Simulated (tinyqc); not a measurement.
Tunnelling through a two-layer gate stack, WKB transmission and Tsu-Esaki current: two steps of the calculation.

Electrons leave the emitter at x = 0. Energies E (motion across the layers) are in eV from the emitter Fermi level; the collector Fermi level lies at -V and offers states at every E. No charge in the dielectric and no image force: F1 = V/(t1 + t2 eps1/eps2), F2 = F1 eps1/eps2; U = phi1 - F1 x in layer 1 and phi2 - F1 t1 - F2 (x - t1) in layer 2. With C = hbar^2/(2 m0), kappa = sqrt(m (U - E)/C) where U > E and 0 elsewhere; T(E) = exp(-S), S = 2 times the integral of kappa over x.

Values chosen for this exercise; layer 1 close to silicon dioxide, layer 2 close to hafnium oxide: temperature T = 350 K; Fermi energy of the emitter above its band bottom Ef = 0.39 eV; emitter mass in the supply function me = 0.77 m0; barrier of layer 1 above the emitter Fermi level at zero bias phi1 = 3.16 eV; tunnelling mass of layer 1 m1 = 0.49 m0; thickness of layer 1 t1 = 1 nm; relative permittivity of layer 1 eps1 = 3.78; barrier of layer 2 at zero bias phi2 = 1.44 eV; tunnelling mass of layer 2 m2 = 0.19 m0; thickness of layer 2 t2 = 3.9 nm; relative permittivity of layer 2 eps2 = 21.1; voltage across the dielectric V = 0.3 V; energy of the electron followed E = 0 eV; lower end of the energy grid Ea = -0.39 eV; upper end of the energy grid Eb = 0.39 eV; points of the energy grid nE = 13.

Constants: q = 1.602176634e-19 C, kB = 1.380649e-23 J/K, hbar = 1.054571817e-34 J s, m0 = 9.1093837015e-31 kg, Vt = kB T/q, hbar^2/(2 m0) = 0.0380998212 eV nm^2. Results are converted to the units shown.

Problem 1. WKB exponent in closed form. Each layer adds (2/F) sqrt(m/C) [G(u at its left edge) - G(u at its right edge)] to S, with u = U - E (0 where negative) and G(u) = (2/3) u^1.5. The slope follows from 1/d = -dS/dE.

Wanted: S; T(E); energy d over which T(E) grows by a factor e.

Solution 1.

S = 31.663
T(E) = 1.7748e-14
energy d over which T(E) grows by a factor e = 0.10006 eV

The midpoint rule gives S = 31.663, so its T(E) is 0.016 % below this value. The band edge stays above E through the whole stack: direct tunnelling through a trapezoid.

Problem 2. Current density on a coarse energy grid. J = J0 times the integral of T(E) N(E) dE, N = ln[(1 + exp(-E/Vt))/(1 + exp((-E - V)/Vt))], J0 = q^2 me m0 kB T/(2 pi^2 hbar^3) (times 1e-4 for A/cm^2 per eV), by Simpson's rule on nE equally spaced points from Ea to Eb.

Give: E; T(E); N; T(E) N; J0; J.

Solution 2.

```
point	E (eV)	T(E)	N	T(E) N
0	-0.3900	4.585e-16	9.897	4.538e-15
1	-0.3250	8.184e-16	9.585	7.844e-15
2	-0.2600	1.477e-15	8.385	1.238e-14
3	-0.1950	2.696e-15	6.437	1.736e-14
4	-0.1300	4.985e-15	4.320	2.153e-14
5	-0.0650	9.339e-15	2.264	2.115e-14
6	0.0000	1.775e-14	0.6931	1.230e-14
7	0.0650	3.425e-14	0.1096	3.756e-15
8	0.1300	6.722e-14	0.01334	8.967e-16
9	0.1950	1.343e-13	0.001555	2.089e-16
10	0.2600	2.738e-13	1.803e-4	4.938e-17
11	0.3250	5.704e-13	2.090e-5	1.192e-17
12	0.3900	1.218e-12	2.422e-6	2.949e-18
```

J0 = 3.758e8 A/(cm^2 eV)
J = 2.444e-6 A/cm^2

The integrand peaks at E = -0.130 eV among these points.

Numbers from tinyqc (`OMP_NUM_THREADS=1 python tinyqc.py 2540031 2540032 out.jsonl`; about 0.04 s on one thread of a shared Intel Xeon 2.30GHz).
